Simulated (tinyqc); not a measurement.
Worked calculation: FCI on RHF in the 6-31g basis, for H2, spin multiplicity 1. One step of it, computed by the program tinyqc.

Question. Iteration 1: building the Fock matrix. J_ij = sum D_kl (ij|kl), K_ij = sum D_kl (ik|jl); F = H + J - 0.5 K; E = tr D H + tr D J / 2 - 0.25 tr D K + E_nn.

D at the start, order 1H 1s, 1H 2s, 2H 1s, 2H 2s:
$$\begin{pmatrix}
0.271362 & 0.296660 & -0.007782 & 0.003173 \\
0.296660 & 0.324819 & 0.003173 & 0.016252 \\
-0.007782 & 0.003173 & 0.271362 & 0.296660 \\
0.003173 & 0.016252 & 0.296660 & 0.324819
\end{pmatrix}$$

core Hamiltonian H = T + V (hartree), order 1H 1s, 1H 2s, 2H 1s, 2H 2s:
$$\begin{pmatrix}
-0.848690 & -0.862079 & -0.596318 & -0.665855 \\
-0.862079 & -0.888166 & -0.665855 & -0.783970 \\
-0.596318 & -0.665855 & -0.848690 & -0.862079 \\
-0.665855 & -0.783970 & -0.862079 & -0.888166
\end{pmatrix}$$

Two-electron integrals (ij|kl) in chemists' order, unique and non-zero (hartree):
```
(11|11) 1.076566   (21|11) 0.578470   (21|21) 0.329423   (22|11) 0.587396
(22|21) 0.361304   (22|22) 0.453150   (31|11) 0.279221   (31|21) 0.161083
(31|22) 0.179377   (31|31) 0.102744   (32|11) 0.282333   (32|21) 0.173851
(32|22) 0.215840   (32|31) 0.118326   (32|32) 0.155273   (33|11) 0.573872
(33|21) 0.362401   (33|22) 0.465878   (33|31) 0.279221   (33|32) 0.390073
(33|33) 1.076566   (41|11) 0.390073   (41|21) 0.223237   (41|22) 0.246764
(41|31) 0.118326   (41|32) 0.130977   (41|33) 0.282333   (41|41) 0.155273
(42|11) 0.438988   (42|21) 0.272111   (42|22) 0.347265   (42|31) 0.151473
(42|32) 0.193322   (42|33) 0.438988   (42|41) 0.193322   (42|42) 0.286862
(43|11) 0.362401   (43|21) 0.227690   (43|22) 0.294296   (43|31) 0.161083
(43|32) 0.223237   (43|33) 0.578470   (43|41) 0.173851   (43|42) 0.272111
(43|43) 0.329423   (44|11) 0.465878   (44|21) 0.294296   (44|22) 0.392614
(44|31) 0.179377   (44|32) 0.246764   (44|33) 0.587396   (44|41) 0.215840
(44|42) 0.347265   (44|43) 0.361304   (44|44) 0.453150
```

nuclear repulsion = 0.59391382 hartree

Give: Coulomb J; exchange K; Fock matrix F; total energy of this density.

Answer.

Coulomb J (hartree), order 1H 1s, 1H 2s, 2H 1s, 2H 2s:
$$\begin{pmatrix}
1.3624 & 0.8077 & 0.4640 & 0.5746 \\
0.8077 & 0.9609 & 0.5746 & 0.7962 \\
0.4640 & 0.5746 & 1.3624 & 0.8077 \\
0.5746 & 0.7962 & 0.8077 & 0.9609
\end{pmatrix}$$

exchange K (hartree), order 1H 1s, 1H 2s, 2H 1s, 2H 2s:
$$\begin{pmatrix}
0.8973 & 0.7332 & 0.5312 & 0.6167 \\
0.7332 & 0.7126 & 0.6167 & 0.6660 \\
0.5312 & 0.6167 & 0.8973 & 0.7332 \\
0.6167 & 0.6660 & 0.7332 & 0.7126
\end{pmatrix}$$

Fock matrix F (hartree), order 1H 1s, 1H 2s, 2H 1s, 2H 2s:
$$\begin{pmatrix}
0.0651 & -0.4210 & -0.3979 & -0.3996 \\
-0.4210 & -0.2835 & -0.3996 & -0.3208 \\
-0.3979 & -0.3996 & 0.0651 & -0.4210 \\
-0.3996 & -0.3208 & -0.4210 & -0.2835
\end{pmatrix}$$

total energy of this density = -0.777582 hartree

This density is the starting one; it is not idempotent, so its energy is not variational and may lie below the converged one.
